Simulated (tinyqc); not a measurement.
# Thermal boundary conductance by the acoustic and diffuse mismatch models, step by step

A worked calculation. Computed by tinyqc, a small Python program that keeps every step. Command: `OMP_NUM_THREADS=1 python tinyqc.py 3011758 3011759 out.jsonl kapitza walk`. One thread of a shared host (Intel(R) Xeon(R) Processor @ 2.30GHz), about 0.01 s of CPU time with the checks. Intermediate numbers are printed to about 7 digits and carried at full precision; extremes and crossings named in words are read from the listed rows.

Each side has one longitudinal and two transverse Debye branches, omega = v q up to q_D = (6 pi^2 n)^(1/3), with n counting all atoms. Scattering at the interface is elastic. Electrons are left out of G, also for metals. Melting is ignored. G refers to the temperatures of the phonons sent towards the interface. Linear branches over all atoms overstate G at high T, most for crystals with several atoms a cell.

Inputs (values chosen for the exercise, for two model solids):

| quantity | value | unit |
|---|---|---|
| density rho_1 | 10.3 | g/cm^3 |
| longitudinal velocity vL_1 | 12300 | m/s |
| transverse velocity vT_1 | 6770 | m/s |
| atom density n_1 | 61.4 | 1/nm^3 |
| conductivity kappa_1 | 23.4 | W/(m K) |
| density rho_2 | 4.62 | g/cm^3 |
| longitudinal velocity vL_2 | 4080 | m/s |
| transverse velocity vT_2 | 2200 | m/s |
| atom density n_2 | 49 | 1/nm^3 |
| conductivity kappa_2 | 61.5 | W/(m K) |
| temperature T | 300 | K |
| thickness d_1 | 170 | nm |
| thickness d_2 | 49000 | nm |
| heat flux J | 5.1 | kW/cm^2 |

Structure: film on a substrate.

Constants: hbar = 1.054571817e-34 J s; k_B = 1.380649e-23 J/K.

## Cut-off frequencies and impedances

omega_c = v q_D for each branch, given as hbar omega_c/k_B; impedance Z = rho v.

Branches:

| branch | v (m/s) | cut-off (K) | Z (1e6 kg/(m^2 s)) |
|---|---|---|---|
| L, side 1 | 12300 | 1444.678 | 126.6900 |
| T, side 1 | 6770 | 795.160 | 69.7310 |
| L, side 2 | 4080 | 444.497 | 18.8496 |
| T, side 2 | 2200 | 239.680 | 10.1640 |

## Acoustic mismatch: transmission of each branch

No mode conversion. t(theta) = 4 Z_1 Z_2 cos(theta_1) cos(theta_2)/N^2, with N = Z_2 cos(theta_1) + Z_1 cos(theta_2) for L (the form for pressure waves) and N = Z_1 cos(theta_1) + Z_2 cos(theta_2) for both T branches (the form for shear waves polarised along the interface); sin(theta_2) = (v_2/v_1) sin(theta_1), and t = 0 beyond the critical angle arcsin(v_1/v_2); the mean over the incoming flux is alpha = 2 int t sin(theta_1) cos(theta_1) d theta_1 (64 Gauss-Legendre points).

Transmission:

| branch | t at normal incidence | largest angle from side 1 (deg) | alpha, 1 to 2 | alpha, 2 to 1 |
|---|---|---|---|---|
| L | 0.4509642 | 90 | 0.3281634 | 0.03610774 |
| T | 0.4441313 | 90 | 0.6046481 | 0.06385144 |

For L waves from side 1 no critical angle exists; the mean is 0.33 against 0.45 at normal incidence. For T waves from side 1 no critical angle exists; the mean is 0.60 against 0.44 at normal incidence.

## Diffuse mismatch: transmission at low frequency

A phonon forgets its side and branch: alpha(1 to 2) = S_2/(S_1 + S_2), S_i = 1/vL_i^2 + 2/vT_i^2.

S_1 = 5.024660e-08 s^2/m^2

S_2 = 4.732962e-07 s^2/m^2

diffuse alpha, 1 to 2 = 0.9040258

## Boundary conductance

G = (k_B^4 T^3/(8 pi^2 hbar^3)) int W(x) x^4 e^x/(e^x - 1)^2 dx, x = hbar omega/(k_B T). Acoustic mismatch: W = sum over the three branches of alpha(1 to 2)/v_1^2, each up to the lower of its two cut-offs. Diffuse mismatch: W = S_1 S_2/(S_1 + S_2), where S_i sums 1/v^2 over the branches of side i still below their cut-off. Radiation limit: W = min(S_1, S_2). The integral is split at the four cut-offs (64 Gauss-Legendre points a piece, x at most 45). Boundary resistance R = 1/G and Kapitza length kappa_2/G use the diffuse value.

G, acoustic mismatch = 68.41568 MW/(m^2 K)

G, diffuse mismatch = 313.8408 MW/(m^2 K)

G, radiation limit = 518.4706 MW/(m^2 K)

boundary resistance R = 3.186329 m^2 K/GW

Kapitza length in side 2 = 195.9592 nm

The diffuse value is 4.59 times the acoustic one and 61 % of the radiation limit. Diffuse scattering raises G here: it ignores the impedance mismatch and lets phonons change direction and branch. Caution: at this temperature short waves carry the heat; linear branches up to q_D overstate their velocity, and inelastic processes, left out here, grow with T.

## Conductance against temperature

The formulas are those given above.

G (MW/(m^2 K)):

| T (K) | acoustic mismatch | diffuse mismatch | radiation limit |
|---|---|---|---|
| 2 | 0.002328306 | 0.003703912 | 0.004097130 |
| 5 | 0.03637978 | 0.05787362 | 0.06401766 |
| 10 | 0.2910381 | 0.4629888 | 0.5121413 |
| 20 | 2.313027 | 3.693447 | 4.097120 |
| 40 | 14.05035 | 26.28016 | 32.35309 |
| 80 | 39.18571 | 118.2323 | 177.4928 |
| 150 | 58.62855 | 238.9480 | 386.0535 |
| 300 | 68.41568 | 313.8408 | 518.4706 |
| 600 | 71.38488 | 338.1053 | 561.6406 |
| 1000 | 72.05178 | 343.6454 | 571.5119 |

All three follow T^3 at the cold end (exponent 3.00 for the diffuse model) and flatten at high T (exponent 0.03 at the hot end); the lowest cut-off is 240 K. The ratio of diffuse to acoustic goes from 1.59 to 4.77. The plateau is set by the frequencies that both sides share.

## Temperature rise through the stack

In series: Delta T = J (d_1/kappa_1 + R + d_2/kappa_2), with bulk conductivities in the layers and one-dimensional flow.

temperature drops (K): film 0.3705128, interface 0.1625028, substrate 40.63415

total rise Delta T = 41.16716 K

interface share of film plus interface = 0.3048743

The substrate takes the largest drop, 99 % of the total. Caution: R from emitted-phonon temperatures is too large for use in series with Fourier layers, by up to a factor of about 2.

Checks made by the program: detailed balance alpha_12/v_1^2 = alpha_21/v_2^2 (relative difference below 1e-10); low-temperature limit G = pi^2 k_B^4 T^3 alpha S_1/(30 hbar^3) (relative difference below 1e-10).
